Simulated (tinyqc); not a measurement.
# Energy and delay of logic against supply voltage: two studies

One expression serves below and above threshold: I(Vg) = Ik [ln(1 + exp((Vg - VT + dd V)/(al nf Vt)))]^al, with I_on = I(V) and I_off = I(0). Gate delay td = kd C V/I_on, clock period LD td. Per gate and cycle the switching energy is act C V^2 and the leakage energy I_off V LD td. No short-circuit current, no variation. Minima are sought above 0.09 V; below a few Vt gates no longer switch and the model has no meaning.

Parameters, values chosen for the exercise; values of the order met in logic technologies:
```
symbol,value,unit,meaning
T,300,K,temperature
VT,0.38,V,threshold voltage at zero drain bias
nf,1.35,,slope factor
dd,0.09,,barrier lowering per volt of supply
Ik,0.43,uA,specific current of a gate
al,1.6,,exponent of the current law
C,0.39,fF,load capacitance of a gate
kd,1,,delay factor
LD,40,,logic depth
act,0.1,,activity factor
```

Constants: q = 1.602176634e-19 C, kB = 1.380649e-23 J/K, Vt = kB T/q. Results are converted to the units shown.

Each table varies one quantity; the others keep the values above.

## Energy and delay against supply voltage

EDP = energy times td.

Energy and delay against supply voltage:

| V (V) | I_on (uA) | I_off (nA) | td (ps) | switching (aJ) | leakage (aJ) | energy (aJ) | EDP (fJ ps) |
|---|---|---|---|---|---|---|---|
| 0.15 | 8.555e-4 | 0.01181 | 6.838e4 | 0.8775 | 4.846 | 5.723 | 391.4 |
| 0.27 | 0.03149 | 0.01609 | 3344 | 2.843 | 0.5812 | 3.424 | 11.45 |
| 0.38 | 0.4618 | 0.02136 | 320.9 | 5.632 | 0.1042 | 5.736 | 1.841 |
| 0.5 | 2.501 | 0.02910 | 77.96 | 9.750 | 0.04537 | 9.795 | 0.7636 |
| 0.62 | 6.203 | 0.03964 | 38.98 | 14.99 | 0.03832 | 15.03 | 0.5859 |
| 0.73 | 10.68 | 0.05261 | 26.66 | 20.78 | 0.04097 | 20.82 | 0.5553 |
| 0.85 | 16.54 | 0.07165 | 20.04 | 28.18 | 0.04883 | 28.23 | 0.5658 |
| 0.97 | 23.31 | 0.09757 | 16.23 | 36.70 | 0.06143 | 36.76 | 0.5964 |
| 1.08 | 30.26 | 0.1295 | 13.92 | 45.49 | 0.07785 | 45.57 | 0.6343 |
| 1.2 | 38.59 | 0.1762 | 12.13 | 56.16 | 0.1026 | 56.26 | 0.6824 |

What does the table show?

td falls from 68400 to 12.1 ps; the energy goes from 5.72 through a minimum of 3.42 (at V = 0.27 V among the rows listed) to 56.3 aJ and the EDP goes from 391 through a minimum of 0.555 (at V = 0.73 V among the rows listed) to 0.682 fJ ps. The exact minima lie at V = 0.240 V for the energy and 0.747 V for the EDP. Going from 1.2 V to the energy minimum saves a factor of 17.3 in energy and costs a factor of 579 in delay. Below the minimum the leakage energy rises faster than the switching energy falls, because the clock period grows so steeply.

## Optimum supplies against the threshold voltage at zero drain bias

Same model as above.

V_min minimises the energy and V_EDP the product of energy and td.

Optimum supplies against the threshold voltage at zero drain bias:

| VT (V) | V_min (V) | energy at V_min (aJ) | leakage share (%) | clock at V_min (MHz) | V_EDP (V) | clock at V_EDP (GHz) |
|---|---|---|---|---|---|---|
| 0.15 | 0.2262 | 8.494 | 76.52 | 338.0 | 0.4241 | 1.022 |
| 0.2 | 0.2397 | 5.343 | 58.05 | 193.8 | 0.4545 | 0.8729 |
| 0.25 | 0.2412 | 4.060 | 44.11 | 82.45 | 0.5107 | 0.8246 |
| 0.3 | 0.2408 | 3.537 | 36.08 | 27.75 | 0.5941 | 0.8655 |
| 0.35 | 0.2405 | 3.323 | 32.12 | 7.930 | 0.6888 | 0.9373 |
| 0.4 | 0.2403 | 3.234 | 30.34 | 2.059 | 0.7864 | 1.013 |
| 0.45 | 0.2403 | 3.198 | 29.59 | 0.5098 | 0.8846 | 1.087 |
| 0.5 | 0.2403 | 3.183 | 29.27 | 0.1236 | 0.9829 | 1.158 |
| 0.55 | 0.2403 | 3.177 | 29.14 | 0.02968 | 1.081 | 1.226 |

What does the comparison show?

As VT goes from 0.15 to 0.55, V_min goes from 0.226 through a maximum of 0.241 (at VT = 0.25 among the rows listed) to 0.240 V, the energy there falls from 8.49 to 3.18 aJ, the clock there falls from 338 to 0.0297 MHz and V_EDP rises from 0.424 to 1.08 V. V_min lies below VT for VT = 0.25, 0.3, 0.35, 0.4, 0.45, 0.5, 0.55 V. As VT grows, I_on too becomes a subthreshold current, VT cancels more and more from the energy, and it mainly sets the clock.

tinyqc, about 0.01 s, one thread, Intel Xeon 2.30GHz (shared host): `OMP_NUM_THREADS=1 python tinyqc.py 2082209 2082210 out.jsonl`
